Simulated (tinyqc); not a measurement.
Rapid thermal processing of a wafer: radiative balance, ramp and cooling, pattern effects, pyrometer error and spike budget: one step, computed by the program tinyqc.

The wafer is opaque and uniform through its thickness unless said otherwise; temperatures in formulas are in kelvin (C + 273.15). sigma = 5.670374419e-12 W/(cm^2 K^4).

Question. Power to hold and to ramp. Effective emissivity between parallel grey plates: eps_eff = 1/(1/eps + 1/(1 - r) - 1). Loss per area q(T) = 2 eps_eff sigma (T^4 - T_w^4) + h (T - T_w). Absorbed power during a ramp = q(T) + C d x ramp rate; thermal time constant tau = C d/(dq/dT), dq/dT = 8 eps_eff sigma T^3 + h; natural cooling rate q/(C d); front-to-back difference under one-sided heating at the end of the ramp = (absorbed power) d/(2 k).

Inputs (values chosen for the exercise, modelled on a hot silicon wafer):
```
quantity                                               value         unit
wafer thickness d                                        775   micrometre
heat capacity per volume C                              2.05   J/(cm^3 K)
thermal conductivity k                                  0.29     W/(cm K)
emissivity eps of each face                             0.67            -
reflectivity of the chamber walls r                   0.0078            -
gas heat-transfer coefficient h, both faces together     7.5  mW/(cm^2 K)
wall temperature T_w                                     500            K
process temperature                                      983            C
ramp rate                                                110          K/s
```

Give: eps_eff; holding power q; power at the end of the ramp; dq/dT; time constant tau; natural cooling rate; front-to-back difference.

Answer.

eps_eff = 0.66649

holding power q = 24.018 W/cm^2

power at the end of the ramp = 41.494 W/cm^2

dq/dT = 67.427 mW/(cm^2 K)

time constant tau = 2.3563 s

natural cooling rate = 151.17 K/s

front-to-back difference = 5.5445 K

Radiation carries 76 % of the loss. The ramp needs 1.7 times the holding power.
